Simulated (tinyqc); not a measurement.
Inside a calculation (part 2 of 2). Method: ROHF in the 6-311g basis, for H2, spin multiplicity 3. Computed by tinyqc, a small Python program that keeps every step (integrals from PySCF). Command: `OMP_NUM_THREADS=1 python tinyqc.py 23913 23914 out.jsonl` (the two numbers bound the seeds that draw the settings). One thread of a shared host (Intel(R) Xeon(R) Processor @ 2.60GHz), about 0.05 s of CPU time with the checks.

Geometry (angstrom):
```
atom       x       y       z
H     0.0000  0.0000  0.0000
H     0.0000  0.0000  1.1520
```

## Iteration 9 (converged): orbitals

converged F (hartree), lower triangle:
```
         1H 1s    1H 2s    1H 3s    2H 1s    2H 2s    2H 3s
1H 1s   0.5881
1H 2s  -0.3536  -0.1750
1H 3s  -0.3620  -0.2039  -0.0955
2H 1s  -0.1490  -0.2217  -0.2419   0.5881
2H 2s  -0.2217  -0.2124  -0.1928  -0.3536  -0.1750
2H 3s  -0.2419  -0.1928  -0.1225  -0.3620  -0.2039  -0.0955
```

X, lower triangle:
```
         1H 1s    1H 2s    1H 3s    2H 1s    2H 2s   2H 3s
1H 1s   1.3747
1H 2s  -0.7494   2.1443
1H 3s   0.2080  -1.0246   2.1662
2H 1s   0.0389   0.0203  -0.0522   1.3747
2H 2s   0.0203  -0.2924   0.2179  -0.7494   2.1443
2H 3s  -0.0522   0.2179  -0.9503   0.2080  -1.0246  2.1662
```

Diagonalise F' = X^T F X, C = X C', fill 2 alpha and 0 beta electrons from the bottom; D(s) = C_occ C_occ^T. Each column has its largest component positive (the first on a tie).

F' = X^T F X (hartree), lower triangle:
```
         1        2        3        4        5       6
1   1.6037
2  -1.2215   0.9124
3  -0.0105  -0.3260   0.2385
4   0.0725  -0.0832  -0.0916   1.6037
5  -0.0832  -0.1208   0.0241  -1.2215   0.9124
6  -0.0916   0.0241  -0.1083  -0.0105  -0.3260  0.2385
```

orbital energies (hartree): MO1 -0.3418, MO2 -0.0272, MO3 0.3247, MO4 0.4531, MO5 2.4852, MO6 2.6151

coefficients C:
```
          MO1      MO2      MO3      MO4      MO5      MO6
1H 1s  0.1779  -0.1740  -0.0346   0.0661   1.0897  -1.1155
1H 2s  0.3499  -0.4539  -0.8540   1.0989  -1.6196   1.2060
1H 3s  0.1264  -0.6783   0.9236  -2.0563   0.9867  -0.4559
2H 1s  0.1779   0.1740  -0.0346  -0.0661  -1.0898  -1.1154
2H 2s  0.3499   0.4538  -0.8540  -1.0989   1.6197   1.2060
2H 3s  0.1264   0.6783   0.9236   2.0563  -0.9867  -0.4558
```

D(alpha) after iteration 9, lower triangle:
```
         1H 1s    1H 2s    1H 3s   2H 1s   2H 2s   2H 3s
1H 1s   0.0619
1H 2s   0.1412   0.3284
1H 3s   0.1405   0.3521   0.4760
2H 1s   0.0014  -0.0167  -0.0955  0.0619
2H 2s  -0.0167  -0.0835  -0.2636  0.1412  0.3284
2H 3s  -0.0955  -0.2636  -0.4441  0.1405  0.3521  0.4760
```

D(beta) after iteration 9, lower triangle:
```
        1H 1s   1H 2s   1H 3s   2H 1s   2H 2s   2H 3s
1H 1s  0.0000
1H 2s  0.0000  0.0000
1H 3s  0.0000  0.0000  0.0000
2H 1s  0.0000  0.0000  0.0000  0.0000
2H 2s  0.0000  0.0000  0.0000  0.0000  0.0000
2H 3s  0.0000  0.0000  0.0000  0.0000  0.0000  0.0000
```

## Convergence

Stop when the energy changes by less than 1e-08 hartree and every element of the error matrix X^T (F D S - S D F) X is below 3e-05.

Course of the cycle:
```
iteration  E (hartree)     change  largest element of the error matrix
1             2.179263          -                             7.67e-01
2            -0.821765  -3.00e+00                             1.53e-01
3            -0.907352  -8.56e-02                             3.03e-02
4            -0.911089  -3.74e-03                             7.68e-03
5            -0.911248  -1.58e-04                             2.03e-03
6            -0.911254  -6.80e-06                             4.48e-04
7            -0.911255  -3.24e-07                             9.53e-05
8            -0.911255  -1.61e-08                             2.04e-05
9            -0.911255  -8.26e-10                             4.44e-06
```

PySCF ROHF in the same basis = -0.911255 hartree

Converged in 9 iterations.

## Populations, bond orders and dipole

overlap S, lower triangle:
```
        1H 1s   1H 2s   1H 3s   2H 1s   2H 2s   2H 3s
1H 1s  1.0000
1H 2s  0.7064  1.0000
1H 3s  0.3737  0.7890  1.0000
2H 1s  0.0492  0.2074  0.2384  1.0000
2H 2s  0.2074  0.4620  0.5449  0.7064  1.0000
2H 3s  0.2384  0.5449  0.7839  0.3737  0.7890  1.0000
```

Mulliken: Z minus the diagonal of D S on the atom; Loewdin: the same with S^(1/2) D S^(1/2); Mayer order: 2 sum_s sum (D(s) S)_ij (D(s) S)_ji over the two atoms.

Charges (e):
```
atom   Mulliken    Loewdin  Mulliken spin
1H     6.67e-07  -1.37e-09         1.0000
2H    -6.67e-07   1.37e-09         1.0000
```

Mayer bond orders:
```
pair    order
2-1   -0.2135
```

dipole moment about the origin, x y z (debye): 0.0000  0.0000  0.0000
